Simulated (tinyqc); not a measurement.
Strained alloy layer of GaSb and GaAs on (001) InP, model-solid band line-up: transition against well width.

The layer is x parts of the first compound and 1 - x of the second, grown coherently on the third as substrate and barrier. Rows of the table: lattice constant a, average valence level Ea on an absolute scale, spin-orbit splitting so, gaps at Gamma, X and L, hydrostatic deformation potentials av and ac (Gamma), shear potential b, elastic constants, electron and heavy-hole (along z) masses. All are interpolated linearly in x; gaps get -C x (1 - x), taken wholly in the conduction band; real line-ups can differ from this model by 0.1 eV or more.

In-plane strain e = (a_substrate - a)/a, e_z = -2 (c12/c11) e, volume change 2 e + e_z. With v = 2 e + e_z and d = 2 b (e_z - e): Eav = Ea + av v; E_hh = Eav + so/3 - d/2; E_lh = Eav - so/6 + d/4 + sqrt(so^2 + so d + 9 d^2/4)/2; E_c = Ea + so/3 + EG + ac v (Gamma). Substrate: E_v = Ea + so/3, E_c = E_v + EG. Well depths: dEc = E_c(substrate) - E_c, dEhh = E_hh - E_v(substrate), dElh likewise; strained Gamma gap E_c - max(E_hh, E_lh); positive values confine carriers in the layer. Lowest level of a finite well of width Lw and depth V: kw Lw/2 = arctan(sqrt((mw/mb)(V - E)/E)), kw = sqrt(mw E/C), C = hbar^2/(2 m0), for electrons (dEc) and heavy holes (dEhh), mb from the substrate; transition E_c - E_hh + both levels, without exciton binding; wavelength h c/E.

Values chosen for this exercise:
- x = 0.49 (fraction of the first compound in the layer)
- CG = 1.43 eV (bowing of the Gamma gap)
- CX = 1.2 eV (bowing of the X gap)
- CL = 1.2 eV (bowing of the L gap)

Constants: q = 1.602176634e-19 C, hbar = 1.054571817e-34 J s, h = 6.62607015e-34 J s, m0 = 9.1093837015e-31 kg, c = 299792458 m/s, hbar^2/(2 m0) = 0.0380998212 eV nm^2. Results are converted to the units shown.

Binary compounds, values chosen for the exercise:

|  | close to GaSb | close to GaAs | close to InP |
|---|---|---|---|
| a (angstrom) | 6.096 | 5.653 | 5.869 |
| Ea (eV) | -6.25 | -6.92 | -7.04 |
| so (eV) | 0.755 | 0.337 | 0.11 |
| EG (eV) | 0.732 | 1.4 | 1.33 |
| EX (eV) | 1.02 | 1.87 | 2.22 |
| EL (eV) | 0.8 | 1.71 | 1.96 |
| av (eV) | 0.78 | 1.17 | 1.26 |
| ac (eV) | -6.89 | -7.13 | -5.05 |
| b (eV) | -1.99 | -1.71 | -1.7 |
| c11 (GPa) | 88.5 | 119 | 101 |
| c12 (GPa) | 39.9 | 54.5 | 56.1 |
| me (m0) | 0.0384 | 0.066 | 0.0801 |
| mh (m0) | 0.247 | 0.346 | 0.533 |

Transition against well width:

| Lw (nm) | electron level (meV) | heavy-hole level (meV) | transition energy (eV) | wavelength (nm) |
|---|---|---|---|---|
| 1.5 | 20.54 | 170.6 | 0.9074 | 1366 |
| 2.1 | 20.09 | 114.2 | 0.8506 | 1458 |
| 3 | 19.22 | 70.57 | 0.8061 | 1538 |
| 4.3 | 17.74 | 41.23 | 0.7752 | 1599 |
| 6.1 | 15.58 | 23.46 | 0.7553 | 1641 |
| 8.7 | 12.78 | 12.79 | 0.7418 | 1671 |
| 12 | 10.01 | 7.207 | 0.7335 | 1690 |
| 18 | 6.742 | 3.413 | 0.7264 | 1707 |
| 25 | 4.583 | 1.835 | 0.7227 | 1716 |

The wavelength rises from 1366 to 1716 nm, towards 1731 nm for E_c - E_hh alone. The electron level goes as Lw^(-0.07) in the thinnest wells, where it reaches 97.6 % of the depth dEc = 21.0 meV, and as Lw^(-1.18) in the widest. One monolayer (a/2) more shifts the transition by about -9.2 meV at Lw = 3 nm.

Numbers from tinyqc (`OMP_NUM_THREADS=1 python tinyqc.py 2690005 2690006 out.jsonl`; about 0.01 s on one thread of a shared Intel Xeon 2.30GHz).
